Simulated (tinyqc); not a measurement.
From oxide consumed back to bath temperature T: anisotropic wet etching of Si(100): plane rates, V-grooves, membranes and undercut. Computed by tinyqc, a small Python program. Command: `OMP_NUM_THREADS=1 python tinyqc.py 3016945 3016946 out.jsonl wetetch inv`. One thread of a shared host (Intel(R) Xeon(R) Processor @ 2.30GHz), about 0.02 s of CPU time with the checks.

A long slot opens the mask on a (100) wafer. The floor etches at R100; (111) walls stand at theta = arctan(sqrt2) = 54.7356 degrees to the surface and recede at R111 along their normal.

Inputs (values chosen for the exercise, close to those used for tetramethylammonium hydroxide solutions): prefactor k0 of the (100) rate = 6.2e+08 um/min; activation energy of (100), E = 0.622 eV; ratio (100)/(111) at 80 C = 21; extra energy of (111), dE = 0.14 eV; ratio (100)/oxide at 80 C = 3900; extra energy of the oxide, dE_ox = 0.25 eV; corner undercut rate over (100) rate, c = 1.7; width w (mask opening along <110>, or membrane width in the design step) = 8 um; misalignment of the mask = 0 degrees; etch time t = 89 min; wafer thickness d = 380 um; membrane thickness wanted = 11 um.

Constants: k_B = 8.617333262e-05 eV/K.

Method:
- R100 = k0 exp(-E/(k_B T)); a ratio given at 80 C scales as exp[(extra energy/k_B)(1/T - 1/353.15 K)]; R111 and R_ox follow by division.
- Temperatures in kelvin are T(C) + 273.15.
- A misaligned edge exposes ledges and adds R100 sin(misalignment) to the lateral rate (a simple estimate): u = R111/sin(theta) + R100 sin(misalignment). Top width W = w + 2 u t; floor width b = W - 2 z/tan(theta) = W - sqrt2 z. The floor lasts until b = 0, at t_V = w/(sqrt2 R100 - 2u); depth z = R100 t before t_V and W/sqrt2 after.
- Etch depth d - membrane, time = depth/R100; for a membrane as wide as w the opening must be w + sqrt2 depth - 2 u time; oxide mask consumed R_ox x time; a 1 K error changes the depth by the fraction E/(k_B T^2); a convex mask corner, such as that of a mesa, would retreat by c x depth.

Problem. A run gave the result below. Find the bath temperature T, known to lie between 27 and 71 C.

oxide consumed = 42.66711 nm

Solution.

Each step takes the trial c = (a f_b - b f_a)/(f_b - f_a), f being the result less the target and a, b, c the logarithms of the listed values; c replaces end b, the old b replaces a if the sign of f changed, and otherwise f_a is halved.

Scan of the range:
```
bath temperature T (C)  oxide consumed (nm)
27.0                                22.1808
31.7                                25.7451
37.3                                30.5666
43.8                                37.0236
51.4                                45.8739
60.4                                58.3869
71.0                                76.3239
```

False position (Illinois rule, in the logarithm of the input) inside the bracket:
```
step    end a    end b    trial  oxide consumed (nm)
1     43.8000  51.4000  48.5048              42.3275
2     51.4000  48.5048  48.7748              42.6490
3     51.4000  48.7748  48.8034              42.6832
4     48.7748  48.8034  48.7900              42.6671
5     48.8034  48.7900  48.7900              42.6671
```

Oxide consumed rises at every point of a 13-point scan of the range (every second point is shown), so one value fits; it is bracketed by 43.8 and 51.4. Answer: bath temperature T = 48.79 C.

Caution: the remaining silicon is too narrow for its thickness to act as a membrane. Caution: rates also depend on concentration, doping, additives and stirring, all held fixed here.
